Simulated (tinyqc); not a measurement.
## Inverter chain driving a load

N inverters, each f = Hc^(1/N) times larger than the one before: delay tau N (f + pp). Switched capacitance in units of the first input, with output capacitance pp times the input: Hc + (1 + pp)(Hc - 1)/(f - 1).

Values chosen for this exercise:

| symbol | value | unit | meaning |
|---|---|---|---|
| Hc | 1700 |  | load over the input capacitance of the chain |
| pp | 1 |  | parasitic delay of an inverter |
| tau | 7.8 | ps | delay unit |

Results:

| N | f | delay (ps) | switched capacitance |
|---|---|---|---|
| 3 | 11.93 | 302.7 | 2011 |
| 4 | 6.421 | 231.5 | 2327 |
| 6 | 3.455 | 208.5 | 3084 |
| 7 | 2.894 | 212.6 | 3494 |
| 8 | 2.534 | 220.5 | 3915 |
| 9 | 2.285 | 230.6 | 4344 |
| 10 | 2.104 | 242.1 | 4778 |

Estimate the missing row, N = 5.

Computed row:

| N | f | delay (ps) | switched capacitance |
|---|---|---|---|
| 5 | 4.427 | 211.6 | 2692 |

With this row back in the table: The delay goes from 303 through a minimum of 208 (at N = 6 among the rows listed) to 242 ps. The best stage effort solves pp + rho (1 - ln rho) = 0, rho = 3.59, which gives N = ln Hc/ln rho = 5.82. One stage fewer than the best costs 1.5 % in delay and saves 13 % of the switched capacitance.

tinyqc, about 0.01 s, one thread, Intel Xeon 2.30GHz (shared host): `OMP_NUM_THREADS=1 python tinyqc.py 2082068 2082069 out.jsonl`
